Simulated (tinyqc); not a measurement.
# Undoped symmetric double-gate MOSFET, analytic potential model: effect of the temperature

An undoped body of thickness ts between two equal insulators and tied gates; long channel, electrons only, n = ni exp((psi - V)/Vt) with V the quasi-Fermi potential (0 at the source, Vd at the drain), constant mobility, no quantisation. Across the body psi(x) = V - 2 Vt ln[(ts/(2 beta)) sqrt(q ni/(2 eps0 eps_r Vt)) cos(2 beta x/ts)], x from the centre. Q is the electron charge per area of the whole body.

Nc and Nv are given at 300 K and scale as (T/300 K)^1.5; Eg and mu are held fixed. ni = sqrt(Nc Nv) exp(-Eg/(2 Vt)), Eg in volts; r = eps_r tox/(eox ts); V0 = dphi + 2 Vt ln[(2/ts) sqrt(2 eps0 eps_r Vt/(q ni))]. beta (between 0 and pi/2) solves (Vg - V0 - V)/(2 Vt) = ln(beta) - ln(cos beta) + 2 r beta tan(beta). Q = 8 eps0 eps_r Vt beta tan(beta)/ts; I = mu (1/L)(4 eps0 eps_r/ts)(2 Vt)^2 [g(beta_s) - g(beta_d)] per width, g = beta tan(beta) - beta^2/2 + r beta^2 tan^2(beta), with beta_s at V = 0 and beta_d at V = Vd.  I(low) is taken at Vg = 0.28 V, Qs and I(high) at Vg = 1.03 V.

Parameters, values chosen for the exercise; material values close to those of silicon:
```
symbol    value        unit                                                         meaning
Eg         1.11          eV                                                        band gap
eps_r      11.9                                  relative permittivity of the semiconductor
Nc      2.85e19       cm^-3  conduction-band density of states at the reference temperature
Nv      2.64e19       cm^-3     valence-band density of states at the reference temperature
eox        7.28                                 relative permittivity of the gate insulator
tox         4.3          nm                                             insulator thickness
ts           10          nm                                                  body thickness
dphi       0.05           V              gate work function less that of the intrinsic body
mu          230  cm^2/(V s)                                                channel mobility
L           0.5          um                                                     gate length
Vd            1           V                                                   drain voltage
```

Constants: q = 1.602176634e-19 C, kB = 1.380649e-23 J/K, Vt = kB T/q, eps0 = 8.8541878128e-14 F/cm where lengths are in cm. Results are converted to the units shown.

Results:

| T (K) | V0 (V) | I(low) (nA/um) | Qs(high) (nC/cm^2) | I(high) (uA/um) |
|---|---|---|---|---|
| 220 | 0.5510 | 8.636e-4 | 1205 | 129.6 |
| 250 | 0.5422 | 0.009301 | 1214 | 133.8 |
| 280 | 0.5333 | 0.06216 | 1226 | 138.3 |
| 310 | 0.5243 | 0.2952 | 1238 | 143.2 |
| 340 | 0.5152 | 1.087 | 1253 | 148.4 |
| 400 | 0.4965 | 8.596 | 1284 | 159.6 |
| 430 | 0.4870 | 19.82 | 1301 | 165.6 |

Estimate the missing row, T = 370 K.

Computed row:

| T (K) | V0 (V) | I(low) (nA/um) | Qs(high) (nC/cm^2) | I(high) (uA/um) |
|---|---|---|---|---|
| 370 | 0.5059 | 3.299 | 1268 | 153.8 |

With this row back in the table: As T goes from 220 to 430 K, I(low) rises from 8.64e-4 to 19.8 nA/um and I(high) rises from 130 to 166 uA/um. V0 falls from 0.551 to 0.487 V. In every row the surface density at the source at the higher gate voltage passes 0.3 Nc, where Boltzmann statistics fail. In every row the mobility is held fixed, though a real one changes with T.

Numbers from tinyqc (`OMP_NUM_THREADS=1 python tinyqc.py 2440047 2440048 out.jsonl`; about 0.01 s on one thread of a shared Intel Xeon 2.30GHz).
